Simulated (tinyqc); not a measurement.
Deep level with several charge states, and Shockley-Read-Hall recombination: one step. The neutral state. Two cases, with inputs chosen for the exercise.

Task: Solve for EF.

Energies from Ev. The defect has charge states +1, 0, -1 with weights 1, gm exp((EF - E1)/kT), exp((2 EF - E1 - E2)/kT); the shares are the weights over their sum. Boltzmann carriers: n = Nc exp((EF - Eg)/kT), p = Nv exp(-EF/kT). Neutrality: p - n + Nd + Nt <q> = 0.

Constants: kB = 8.617333262e-05 eV/K.

Case 1.

Values chosen (gap and densities of states near those of GaAs at this temperature; not measured data): Eg = 1.387 eV (gap); Nc = 5.35e+17 1/cm^3 (conduction-band density of states); Nv = 1.14e+19 1/cm^3 (valence-band density of states); T = 350 K; E1 = 0.481 eV (level (+1/0) above Ev); E2 = 0.794 eV (level (0/-1) above Ev); gm = 2 (degeneracy of the middle state, the others 1); Nt = 1.6e+15 1/cm^3 (defects); Nd = 1.2e+15 1/cm^3 (ionised shallow donors minus acceptors).

Case 2.

Values chosen (gap and densities of states near those of SiC at this temperature; not measured data): Eg = 3.157 eV (gap); Nc = 2.89e+19 1/cm^3 (conduction-band density of states); Nv = 5.12e+19 1/cm^3 (valence-band density of states); T = 400 K; E1 = 2.133 eV (level (+1/0) above Ev); E2 = 1.883 eV (level (0/-1) above Ev); gm = 2 (degeneracy of the middle state, the others 1); Nt = 1.9e+13 1/cm^3 (defects); Nd = -7.8e+12 1/cm^3 (ionised shallow donors minus acceptors).

Give: EF; shares at EF; n; p.

Result:

Case 1.

EF = 0.8480 eV

shares at EF: +1 0.000, 0 0.250, -1 0.750

n = 9.28e+09 1/cm^3
p = 7.01e+06 1/cm^3

Without the defects the majority density would be 1.20e+15 1/cm^3; with them the density of these carriers is 9.28e+09, so the defects have removed nearly all of those carriers. Most defects are in the state -1.

Case 2.

EF = 1.9925 eV

shares at EF: +1 0.693, 0 0.024, -1 0.283

n = 6.16e+04 1/cm^3
p = 4.02e-06 1/cm^3

Without the defects the majority density would be 7.80e+12 1/cm^3; with them the density of these carriers is 4.02e-06, below that of the other kind: the type has inverted, so the defects more than cancel the doping. Most defects are in the state +1. The level order is inverted (negative U), so the middle state is never the most common.

Computed by tinyqc, one run a case: `OMP_NUM_THREADS=1 python tinyqc.py N N+1 out.jsonl` with N = 1681249, 1681477; one thread of a shared Intel(R) Xeon(R) Processor @ 2.30GHz, about 0.01 s a run at most.
